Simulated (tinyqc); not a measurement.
Two-valley model of the transferred-electron effect. From one set of inputs to another, one input at a time. Computed by tinyqc, a small Python program. Command: `OMP_NUM_THREADS=1 python tinyqc.py 3013338 3013339 out.jsonl gunn ladder`. One thread of a shared host (Intel(R) Xeon(R) Processor @ 2.30GHz), about 0.01 s of CPU time with the checks.

Both kinds of valley share one electron temperature T_e, and each has a constant mobility.

The inputs printed are set A. Set A is modelled on GaAs; the values taken over come from a set modelled on In0.53Ga0.47As. Inputs not listed in the table keep their values of set A, so the rows need not describe a real material.

Inputs (values chosen for the exercise, modelled on GaAs):
```
quantity                       value        unit
central-valley mass m1         0.065         m_0
satellite-valley mass m2        0.23         m_0
satellite valleys Z                4           -
valley separation dE            0.31          eV
central-valley mobility mu1     8300  cm^2/(V s)
satellite-valley mobility mu2    170  cm^2/(V s)
energy relaxation time tau_E       1          ps
lattice temperature T            300           K
electric field F                 7.4       kV/cm
iteration cap                    600           -
```

Solver: bisection.

Constants: k_B = 8.617333262e-05 eV/K.

Method:
- Density-of-states ratio R = Z (m2/m1)^(3/2); n2/n1 = R exp(-dE/(k_B T_e)); mean mobility mu = (mu1 + mu2 n2/n1)/(1 + n2/n1); energy balance e mu F^2 = (3/2) k_B (T_e - T)/tau_E; v = mu F.
- Bisection on h(T_e) = T_out(T_e) - T_e between T and T_out(T), with T_out = T + (2/3) e mu(T_e) F^2 tau_E/k_B; stop when the bracket is below 1e-6 K.
- Using T_e as the parameter, F(T_e) = sqrt(3 k_B (T_e - T)/(2 e mu tau_E)) and v = mu F; find the first maximum and the next minimum of v, and the most negative dv/dF between them.

Each row keeps all changes above it:
```
input moved                                  from     to  threshold field (kV/cm)  peak velocity (1e7 cm/s)  electron temperature T_e (K)
set A                                           -      -                   4.2091                    2.0997                        1445.2
central-valley mass m1 (m_0)                0.065  0.044                   3.5623                    1.8818                        1272.1
valley separation dE (eV)                    0.31   0.54                   4.6211                    2.7937                        1787.0
energy relaxation time tau_E (ps)               1    1.6                   3.6533                    2.2086                        2072.6
satellite-valley mobility mu2 (cm^2/(V s))    170    200                   3.6596                    2.2101                        2077.9
electric field F (kV/cm)                      7.4    1.2                   3.6596                    2.2101                         447.9
central-valley mobility mu1 (cm^2/(V s))     8300  10000                   3.3275                    2.4240                         478.2
satellite-valley mass m2 (m_0)               0.23   0.24                   3.2852                    2.4034                         478.2
```

Threshold field goes from 4.21 to 3.29, a factor 0.780 in all. The largest single move comes from valley separation dE (a factor 1.30), but it runs against the net change; the largest move in the direction of the net change is energy relaxation time tau_E (a factor 0.791). Peak velocity goes from 2.10 to 2.40, a factor 1.14 in all. The largest single move comes from valley separation dE (a factor 1.48), and energy relaxation time tau_E works against it (a factor 0.791). Electron temperature T_e goes from 1450 to 478, a factor 0.331 in all. The largest single move comes from electric field F (a factor 0.216), and valley separation dE works against it (a factor 1.40). The single moves hold for this order of the switches; the total does not depend on the order.

Extremes, crossings and ranges named in words are read from the listed rows.
